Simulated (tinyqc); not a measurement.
Round or elliptic silicon nanowire with anisotropic valleys (Ritz method), step by step. Values are carried at full precision from step to step, so a last printed digit may differ when a step is redone from the rounded ones.

Wire along x = [110] on a (001) wafer, y = [-110], z = [001]. Valley groups (w = inverse masses): A, two valleys along z: w_y = 1/mt, w_z = 1/ml, m_x = mt; B, four valleys in the wafer plane: w_y = (1/ml + 1/mt)/2, w_z = 1/mt, m_x = (ml + mt)/2.

Constants: hbar^2/2m0 = 3.80998211 eV angstrom^2; kB = 8.617333262e-05 eV/K.

Parameters, chosen for this exercise (near those of a Si nanowire; the results hold for these values, not for the real material): ml = 0.928 m0 (longitudinal mass); mt = 0.192 m0 (transverse mass); a = 16 angstrom (semi-axis along y); b = 37 angstrom (semi-axis along z); group = B (valley group worked out); T = 300 K (temperature).

## Stretching the ellipse

Scaling y by 1/sqrt(w_y) and z by 1/sqrt(w_z) makes the mass 1 and the semi-axes A = a/sqrt(w_y), B = b/sqrt(w_z). List them with the one-function estimate 3c (1/A^2 + 1/B^2) and the slender limit c (pi/2s)^2 (1 + 2s/(pi l)), s and l the smaller and larger of A, B; c = hbar^2/2m0.

Groups:
```
group  g     A      B  axis ratio  one function (eV)  slender limit (eV)
A      2  7.01  35.64       5.084             0.2415              0.2152
B      4  9.03  16.21       1.796             0.1838              0.1563
```

The one-function value suits axis ratios near 1 and the slender limit ratios well above 2.

## Matrices of three even functions

Hard wall on the ellipse (y/a)^2 + (z/b)^2 = 1, c = hbar^2/2m0. With u = y/a, v = z/b the operator is -c [(w_y/a^2) d2/du2 + (w_z/b^2) d2/dv2] on the unit disc. Basis (1 - u^2 - v^2) u^i v^j; S, X and Y are the disc integrals of f f', (df/du)(df'/du) and (df/dv)(df'/dv), from the integral of u^p v^q = 2 Gamma((p+1)/2) Gamma((q+1)/2)/((p + q + 2) Gamma((p+q+2)/2)) for even p, q; H = c (w_y X/a^2 + w_z Y/b^2).

Basis 1, u^2, v^2 times (1 - u^2 - v^2); form S and H for the chosen group.

S:
```
            1       u^2       v^2
1    1.047198  0.130900  0.130900
u^2  0.130900  0.039270  0.013090
v^2  0.130900  0.013090  0.039270
```

H (meV):
```
            1      u^2      v^2
1    192.4881  32.0813  32.0813
u^2   32.0813  36.5223   4.0102
v^2   32.0813   4.0102  19.6201
```

## Lowest level in this basis

Solve H p = E S p for the wire level; give E, the ratios p2/p1 and p3/p1, and H11/S11.

E = 175.6 meV

ratios: -0.27  -0.68

one function = 183.8 meV

The two added functions lower the level by 8.2 meV (4.5 %), mostly by narrowing the state along v, the direction in which the stretched ellipse is long.

## Subbands

Converged values use 21 functions of each parity class (e or o in u, then in v).

The nine lowest levels of all groups and parity classes.

Subbands:
```
group, parity  g  m_x (m0)  E (eV)
B ee           4    0.5600  0.1755
A ee           2    0.1920  0.2179
A eo           2    0.1920  0.2763
B eo           4    0.5600  0.3260
A ee           2    0.1920  0.3451
A eo           2    0.1920  0.4250
A ee           2    0.1920  0.5179
B ee           4    0.5600  0.5379
B oe           4    0.5600  0.5615
```

At 300 K and without degeneracy the populations go as g sqrt(m_x) exp(-E/kB T): among these nine the lowest level holds 94 % and the light transport mass mt 6 % of the electrons. Levels above about 0.3 eV lie beyond parabolic valleys and hard walls.

## Checks

- Circle of radius a with both masses mt against c (2.404826/R)^2/m, eV: both 0.4483.

Run: tinyqc, `OMP_NUM_THREADS=1 python tinyqc.py 1250147 1250148 out.jsonl`; Intel(R) Xeon(R) Processor @ 2.30GHz, one thread, shared host; about 0.03 s of CPU time with all checks.
